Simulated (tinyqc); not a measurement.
Molecular dynamics of a small cluster by velocity Verlet steps: one step, computed by the program tinyqc. Command: `OMP_NUM_THREADS=1 python tinyqc.py 3028880 3028881 out.jsonl verlet walk`. One thread of a shared host (Intel(R) Xeon(R) Processor @ 2.30GHz), about 0.1 s of CPU time with the checks.

E = sum_i {sum_j A exp(-p (r_ij/r0 - 1)) - xi sqrt(rho_i)}, rho_i = sum_j exp(-2 q (r_ij/r0 - 1)); the force on i is -sum_j w_ij (R_i - R_j)/r_ij with w_ij = -(2p/r0) A exp(-p (r_ij/r0 - 1)) + (xi q/r0) exp(-2 q (r_ij/r0 - 1)) (rho_i^(-1/2) + rho_j^(-1/2)).

Problem. Step 1. Velocity Verlet: a = c F/M with c = 9.648533212e-3 angstrom/fs^2 per eV/(angstrom u); R(new) = R + v dt + a dt^2/2; v(new) = v + (a + a(new)) dt/2. Kinetic energy K = M v^2/(2c); temperature T = 2K/((3N - 3) k_B), rotation of the cluster included.

Inputs (values chosen for the exercise, for model atoms):
```
quantity       value      unit
length r0       2.31  angstrom
repulsion A     0.13        eV
hopping xi      1.42        eV
decay p         10.6         -
decay q         3.37         -
atomic mass M     22         u
time step dt     1.8        fs
```

Potential: Gupta. Thermostat: none.

starting positions (angstrom):
```
           x     y      z
atom 1  0.01  0.06  -0.04
atom 2  2.18  0.03   0.04
atom 3  1.07  1.83      0
atom 4  1.09   0.6   1.75
atom 5  1.08  0.62  -1.77
```

starting velocities (angstrom/fs):
```
               x         y         z
atom 1   0.00245  -0.00018   0.00042
atom 2   0.00038    0.0012   0.00047
atom 3  -0.00117    0.0018    0.0001
atom 4   -0.0032  -0.00321  -0.00075
atom 5   0.00154   0.00039  -0.00024
```

Constants: 1 eV/(angstrom u) = 9.648533212e-03 angstrom/fs^2; k_B = 8.617333262e-05 eV/K.

Give: positions after step 1; new forces; velocities after step 1; total energy.

Solution.

positions after step 1 (angstrom):
```
            x      y       z
atom 1  0.014  0.059  -0.039
atom 2  2.180  0.032   0.041
atom 3  1.068  1.833   0.000
atom 4  1.084  0.594   1.748
atom 5  1.083  0.621  -1.770
```

new forces (eV/angstrom):
```
              x        y        z
atom 1   0.0590  -0.3274   0.1013
atom 2  -0.3561   0.0699  -0.2840
atom 3   0.2018   0.2353  -0.0332
atom 4  -0.0667   0.0303  -0.4932
atom 5   0.1620  -0.0081   0.7092
```

velocities after step 1 (angstrom/fs):
```
                x          y          z
atom 1   0.002513  -0.000434   0.000511
atom 2   0.000091   0.001252   0.000248
atom 3  -0.001013   0.001995   0.000073
atom 4  -0.003258  -0.003194  -0.001150
atom 5   0.001668   0.000380   0.000319
```

total energy = -12.06 eV
